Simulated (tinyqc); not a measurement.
Configuration-coordinate model of a defect: Huang-Rhys factor and luminescence line shape: one step, computed by the program tinyqc.

Ground state E_g(Q) = (1/2) omega_g^2 Q^2; excited state E_e(Q) = E_0 + (1/2) omega_e^2 (Q - dQ)^2 with omega_e = omega_g and E_0 = E_ZPL. Q is mass-weighted; the dipole does not depend on Q (Condon approximation).

Question. Emission lines at zero temperature. From the lowest excited level the line to ground level n lies at E_ZPL - n hbar omega_g with Franck-Condon weight exp(-S) S^n/n!; the emitted intensity carries a further factor E^3. S = S_g; up to eleven lines, of positive energy only, from n = max(0, integer part of S - 5).

Inputs (values chosen for the exercise, for a model defect): zero-phonon energy E_ZPL = 1.14 eV; ground-state phonon hbar omega_g = 19 meV.

Modes: equal frequencies in both states.

S_g = 4.328017

Give: Lines.

Answer.

Lines:
```
n   energy (eV)  weight  intensity / largest
0         1.140  0.0132                0.084
1         1.121  0.0571                0.346
2         1.102  0.1236                0.712
3         1.083  0.1783                0.975
4         1.064  0.1929                1.000
5         1.045  0.1670                0.820
6         1.026  0.1204                0.560
7         1.007  0.0745                0.327
8         0.988  0.0403                0.167
9         0.969  0.0194                0.076
10        0.950  0.0084                0.031
```

The weight peaks at n = 4 and the intensity at n = 4.
